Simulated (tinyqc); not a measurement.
Strength against creep resistance: grain growth, pinning, strength and diffusional creep of a polycrystal or thin film. Computed by tinyqc, a small Python program. Command: `OMP_NUM_THREADS=1 python tinyqc.py 3026508 3026509 out.jsonl grain walk`. One thread of a shared host (Intel(R) Xeon(R) Processor @ 2.30GHz), about 0.01 s of CPU time with the checks.

One mean grain size d describes the structure.

Inputs (values chosen for the exercise, modelled on polycrystalline silicon): atomic volume Omega = 20.02 angstrom^3; boundary energy gamma = 0.61 J/m^2; mobility prefactor M0 = 3.4e-05 m^4/(J s); activation energy of boundary motion Q_m = 3.03 eV; anneal temperature T = 1129 K; anneal time t = 2500 s; initial grain size d0 = 86 nm; particle volume fraction f = 0.0029; particle radius r = 18 nm; Hall-Petch slope k_y = 0.26 MPa m^0.5; lattice diffusion energy Q_l = 4.71 eV; boundary diffusion energy Q_b = 2.6 eV; lattice prefactor D0 = 7.5e-05 m^2/s; boundary prefactor delta D0b = 1e-14 m^3/s; applied stress sigma = 18 MPa; service temperature T_c = 460 K.

Sample: bulk.

Constants: k_B = 8.617333262e-05 eV/K; k_B = 1.380649e-23 J/K.

Method:
- M = M0 exp(-Q_m/(k_B T)). The driving pressure is 2 gamma/d. Zener pinning pressure 3 f gamma/(2 r) stops growth at d_Z = 4 r/(3 f). The limit is d_lim = d_Z.
- dd/dt = 2 M gamma (1/d - 1/d_lim) integrates to 2 M gamma t = d_lim (d0 - d) + d_lim^2 ln[(d_lim - d0)/(d_lim - d)]; without pinning d^2 = d0^2 + 4 M gamma t.
- Nabarro-Herring rate = 14 sigma Omega D_l/(k_B T d^2), D_l = D0 exp(-Q_l/(k_B T)); Coble rate = 14 pi sigma Omega delta D_b/(k_B T d^3), delta D_b = delta D0b exp(-Q_b/(k_B T)); they are equal at d_x = pi delta D_b/D_l.
- Hall-Petch term k_y/sqrt(d).

crossover size d_x = 5.48696e+19 micrometre

At T_c and sigma:
```
d (nm)  Hall-Petch term (MPa)  Nabarro-Herring (1/s)  Coble (1/s)  time to 1 % (s)
30                     1501.1             1.6516e-41   3.0207e-20       3.3105e+17
100                     822.2             1.4864e-42   8.1559e-22       1.2261e+19
300                     474.7             1.6516e-43   3.0207e-23       3.3105e+20
1000                    260.0             1.4864e-44   8.1559e-25       1.2261e+22
3000                    150.1             1.6516e-45   3.0207e-26       3.3105e+23
10000                    82.2             1.4864e-46   8.1559e-28       1.2261e+25
100000                   26.0             1.4864e-48   8.1559e-31       1.2261e+28
```

What follows from these numbers?

From 100 micrometre to 30 nm grains the Hall-Petch term grows 58 times, while the time to 1 % strain shrinks by 10.6 decades. Coble creep rules in 7 of the seven rows (d_x is a millimetre or more). Fine grains resist slip but creep fast. The Hall-Petch value at 30 nm is at the edge of that law.

Extremes, crossings and ranges named in words are read from the listed rows.
